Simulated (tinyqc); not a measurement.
Length of a molecular wire: coherent transport through a tight-binding bridge. Computed by the program tinyqc. 

A uniform bridge between two chains:
```
parameter,value
site energy (eV),0.030000
hopping in the bridge (eV),0.850000
lead hopping (eV),1.540000
couplings (eV),"0.37, 0.43"
E (eV),0.370000
```

T = Gamma_L Gamma_R |G_1n|^2 with the self-energies of semi-infinite chains.

Transmission against length:
```
sites,T,ln T
2,7.6721e-02,-2.568
3,1.0463e-01,-2.257
4,1.5873e-01,-1.841
5,6.3410e-02,-2.758
6,6.2414e-01,-0.471
7,5.4942e-02,-2.901
8,5.4729e-01,-0.603
9,6.5120e-02,-2.732
10,1.4627e-01,-1.922
```

E lies inside the band of the bridge (|E - e|/2h = 0.200 < 1): T does not decay but oscillates with length, between 0.055 and 0.624 here, as levels of the bridge pass E.
